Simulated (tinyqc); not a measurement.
Electron density from the filling shift.

Inverse problem. At zero temperature the Burstein-Moss shift of one parabolic valley is (C/me + C/mh) kF^2 with kF = (3 pi^2 n)^(1/3), C = hbar^2/(2 m0). Find kF and n.

Values chosen for this exercise:
- me = 0.0412 m0 (electron mass)
- mh = 0.45 m0 (hole mass)

Constants: q = 1.602176634e-19 C, hbar = 1.054571817e-34 J s, m0 = 9.1093837015e-31 kg, hbar^2/(2 m0) = 0.0380998212 eV nm^2. Results are converted to the units shown.

filling shift = 329.54338 meV

Answer. The shift gives kF^2, and n = kF^3/(3 pi^2).

kF = 0.5714 1/nm
n = 6.300e18 cm^-3

Numbers from tinyqc (`OMP_NUM_THREADS=1 python tinyqc.py 2330003 2330004 out.jsonl`; about 0.01 s on one thread of a shared Intel Xeon 2.30GHz).
